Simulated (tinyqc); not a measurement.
Inside a calculation. Method: geometry optimisation on the B3LYP (VWN-RPA form)/sto-3g surface (energies and gradients from PySCF), for H2, spin multiplicity 1. One step of it, computed by the program tinyqc.

Question. Step 1: move. Steepest descent, p = -g / 0.15; steps longer than 0.5 bohr are cut back (factor 0.837 here).

positions at the start (bohr):
```
           x         y         z
1H  0.000000  0.000000  0.000000
2H  0.000000  0.000000  1.542017
```

gradient (hartree/bohr):
```
             x           y            z
1H  0.00000000  0.00000000  -0.06333064
2H  0.00000000  0.00000000   0.06333064
```

Give: positions after step 1.

Answer.

positions after step 1 (bohr):
```
         x       y       z
1H  0.0000  0.0000  0.3536
2H  0.0000  0.0000  1.1885
```
